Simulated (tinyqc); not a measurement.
Elastic trap-assisted tunnelling through a dielectric: one step of the calculation.

Emitter at x = 0 (Fermi level 0), collector at x = t (Fermi level -V), band edge U(x) = phi - F x, F = V/t. A trap at x has the energy E = U(x) - Et. With G(u) = (4/(3 F)) sqrt(mo/C) max(u, 0)^1.5, C = hbar^2/(2 m0): S1 = G(phi - E) - G(Et), S2 = G(Et) - G(phi - V - E), T1,2 = exp(-S1,2). The steady rate through one trap is nu T1 T2 (f1 - f2)/(T1 + T2), f1 = f(E), f2 = f(E + V), f(y) = 1/(1 + exp(y/Vt)); both contacts offer states at E.

Problem. The best-placed trap against direct tunnelling. At x = xs: E, S1, S2 and the occupation (T1 f1 + T2 f2)/(T1 + T2). Direct tunnelling at E = 0 has S = (4/(3 F)) sqrt(mo/C) [phi^1.5 - max(phi - V, 0)^1.5].

Parameters, values chosen for the exercise; dielectric values close to those of aluminium oxide: temperature T = 350 K; barrier above the emitter Fermi level phi = 2.54 eV; tunnelling mass mo = 0.39 m0; thickness t = 5.3 nm; trap depth below the band edge of the dielectric Et = 2.25 eV; attempt frequency nu = 1e13 1/s; voltage V = 2.01 V.

Constants: q = 1.602176634e-19 C, kB = 1.380649e-23 J/K, hbar = 1.054571817e-34 J s, m0 = 9.1093837015e-31 kg, Vt = kB T/q, hbar^2/(2 m0) = 0.0380998212 eV nm^2. Results are converted to the units shown.

xs = 2.31 nm

Give: E; S1; S2; occupation; S of direct tunnelling.

Solution.

E = -0.5861 eV
S1 = 24.21
S2 = 24.70
occupation = 0.6210
S of direct tunnelling = 41.19

Range of the model: Phonon-assisted (inelastic) capture, chains of traps and a spread of trap depths are left out.

Numbers from tinyqc (`OMP_NUM_THREADS=1 python tinyqc.py 2370054 2370055 out.jsonl`; about 0.04 s on one thread of a shared Intel Xeon 2.30GHz).
